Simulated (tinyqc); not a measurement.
# Changing the emission angle from the normal

Model: X-ray photoelectron analysis of a thin oxide on a semiconductor: attenuation lengths, thickness, angle series and band offsets. Computed by tinyqc, a small Python program. Command: `OMP_NUM_THREADS=1 python tinyqc.py 3112627 3112628 out.jsonl xps sweep`. One thread of a shared host (Intel(R) Xeon(R) Processor @ 2.30GHz), about 0.01 s of CPU time with the checks.

The same element is seen in the oxide and in the substrate, at nearly the same kinetic energy; films are flat and uniform, and the work function is ignored.

Inputs (values chosen for the exercise, modelled on SiO2 on 4H-SiC):
```
quantity,value,unit
photon energy,1486.6,eV
binding energy of the core level,100.5,eV
oxide density,2.24,g/cm^3
oxide formula mass,60.08,g/mol
valence electrons per oxide formula,16,-
oxide gap,8.97,eV
substrate density,3.21,g/cm^3
substrate formula mass,40.1,g/mol
valence electrons per substrate formula,8,-
substrate gap,3.26,eV
oxide thickness d,2.3,nm
attenuation length over inelastic mean free path,0.95,-
carbon overlayer,0.82,nm
counts in the two peaks together,70000,-
```

Method:
- TPP-2M: lambda = E/(E_p^2 [b ln(c E) - C/E + D/E^2]) in angstrom, E_p = 28.8 sqrt(N_v rho/M), b = -0.10 + 0.944/sqrt(E_p^2 + E_g^2) + 0.069 rho^0.1, c = 0.191/sqrt(rho), U = N_v rho/M, C = 1.97 - 0.91 U, D = 53.4 - 20.8 U, with E = photon energy less binding energy in eV.
- Attenuation length L = factor x lambda.
- R_0 = (rho_o/M_o) L_o/((rho_s/M_s) L_s); peak ratio R = I_ox/I_sub = R_0 [exp(d/(L_o cos theta)) - 1]; hence d = L_o cos theta ln(1 + R/R_0). A carbon layer weakens both peaks alike, by exp(-d_C/(L_o cos theta)) if its L is taken equal to L_o. This R_0 leaves out intrinsic losses from the substrate peak, so calibrated values can be larger.
- With x = d/(L_o cos theta): d ln d/d ln R = (1 - exp(-x))/x = -d ln d/d ln R_0; counting error of R = 1/sqrt(N f (1 - f)), f the oxide share, which times the sensitivity gives that of d; an angle error adds tan(theta) d theta; d is proportional to L_o at fixed R_0. Assumed errors: 5 % in R_0, 1 degree, 5 % in L_o.

One run for each value:
```
emission angle from the normal (degrees),ratio R,depth 3 L_o cos theta (nm),angle (%),attenuation by carbon
0,0.536,11.05,0.000,0.8004
9,0.545,10.91,0.276,0.7982
18,0.574,10.51,0.567,0.7913
27,0.628,9.85,0.889,0.7789
36,0.720,8.94,1.268,0.7595
45,0.877,7.81,1.745,0.7299
54,1.171,6.50,2.402,0.6847
63,1.829,5.02,3.425,0.6124
72,4.048,3.41,5.372,0.4866
```

Over the rows, ratio R rises from 0.536 to 4.05; depth 3 L_o cos theta (nm) falls from 11.1 to 3.41; angle (%) rises from 0 to 5.37.

Caution (rows 63.0, 72.0): beyond about 60 degrees elastic scattering and roughness make a single attenuation length unreliable.

Extremes, crossings and ranges named in words are read from the listed rows.
